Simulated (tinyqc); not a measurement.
# Graded p-n junction, non-linear Poisson equation by Newton steps: effects of single changes

One dimension, p side on the left, n side on the right; net doping C = (Nd - Na)/2 + ((Nd + Na)/2) tanh(x/Lg). The potential psi is counted from the intrinsic level, and the quasi-Fermi potentials are flat: 0 for holes and -V for electrons, so n = ni exp((psi + V)/Vt) and p = ni exp(-psi/Vt) (Boltzmann statistics, full ionisation, no current). Under reverse bias this makes the minority densities vanishingly small everywhere; they play no part in the charge.

Values chosen for this exercise; band and dielectric values close to those of silicon: temperature T = 300 K; band gap Eg = 1.13 eV; relative permittivity eps_r = 11.6; conduction-band density of states at T Nc = 2.84e19 cm^-3; valence-band density of states at T Nv = 2.69e19 cm^-3; acceptor density of the p side Na = 2.8e16 cm^-3; donor density of the n side Nd = 2.6e17 cm^-3; bias of the p side against the n side V = -1.9 V; grading length Lg = 230 nm.

Constants: q = 1.602176634e-19 C, kB = 1.380649e-23 J/K, Vt = kB T/q, eps0 = 8.8541878128e-14 F/cm where lengths are in cm. Results are converted to the units shown.

Each table varies one quantity; the others keep the values above.

## Capacitance and field against bias

The Poisson equation d/dx(eps0 eps_r dpsi/dx) = -q (p - n + C) is solved on a mesh of more than 1000 nodes that ends in neutral material (psi_p = -Vt ln(Na/ni), psi_n = Vt ln(Nd/ni) - V). C_j = q d/dV of the integral of p over x, from the linearised equation. ni = sqrt(Nc Nv) exp(-Eg/(2 Vt)), Eg in volts. Depletion approximation: Vbi = Vt ln(Na Nd/ni^2), W = sqrt(2 eps0 eps_r (Vbi - V)(1/Na + 1/Nd)/q), xp = W Nd/(Na + Nd), xn = W Na/(Na + Nd), peak field 2 (Vbi - V)/W, capacitance eps0 eps_r/W. The last column applies it to an abrupt Na-Nd junction.

Capacitance and field against bias:

| V (V) | peak \|E\| (kV/cm) | C_j (nF/cm^2) | 1/C_j^2 (cm^4/uF^2) | eps0 eps_r/C_j (nm) | abrupt depletion C (nF/cm^2) |
|---|---|---|---|---|---|
| 0 | 36.49 | 34.51 | 839.8 | 297.7 | 50.02 |
| -0.67 | 56.14 | 26.94 | 1378 | 381.3 | 37.22 |
| -1.33 | 72.18 | 23.27 | 1846 | 441.3 | 31.02 |
| -2 | 86.54 | 20.90 | 2289 | 491.4 | 27.10 |
| -2.67 | 99.59 | 19.20 | 2712 | 534.9 | 24.37 |
| -3.33 | 111.5 | 17.92 | 3115 | 573.3 | 22.36 |
| -4 | 122.8 | 16.87 | 3514 | 608.9 | 20.75 |
| -4.67 | 133.5 | 16.00 | 3906 | 641.9 | 19.44 |
| -5.33 | 143.6 | 15.28 | 4285 | 672.3 | 18.37 |
| -6 | 153.3 | 14.64 | 4665 | 701.5 | 17.45 |

With V going from 0 to -6 V, C_j falls from 34.5 to 14.6 nF/cm^2 and the peak field rises from 36.5 to 153 kV/cm. The slope of 1/C_j^2, read as N = 2/(q eps0 eps_r |slope|), gives 1.51e16 cm^-3 between the first two rows and 2.14e16 cm^-3 between the last two, against Na Nd/(Na + Nd) = 2.53e16 cm^-3; it is not a straight line, so no single doping describes it. At the end C_j goes as (Vbi - V)^(-0.41) with Vbi = 0.831 V, and it is 16 % below the abrupt depletion formula (at the first row 31 % below it).

## Effect of the grading length

Same model as above.

The abrupt values quoted are those of these depletion formulas.

Effect of the grading length:

| Lg (nm) | peak \|E\| (kV/cm) | C_j (nF/cm^2) | eps0 eps_r/C_j (nm) |
|---|---|---|---|
| 29 | 128 | 27.3 | 377 |
| 41 | 123 | 26.9 | 382 |
| 58 | 117 | 26.3 | 391 |
| 81 | 110 | 25.5 | 403 |
| 120 | 101 | 24.2 | 425 |
| 160 | 93.5 | 22.9 | 448 |
| 230 | 84.5 | 21.2 | 484 |

As Lg grows from 29 to 230 nm, the peak field falls from 128 to 84.5 kV/cm and C_j falls from 27.3 to 21.2 nF/cm^2. The abrupt depletion formulas give 147 kV/cm and W = 372 nm; the first row's field is 12 % below that and the last row's 42 % below it. The same voltage drops over a longer distance, so the field falls.

Program tinyqc, `OMP_NUM_THREADS=1 python tinyqc.py 2000112 2000113 out.jsonl`; Intel Xeon 2.30GHz, shared host, one thread, about 0.07 s.
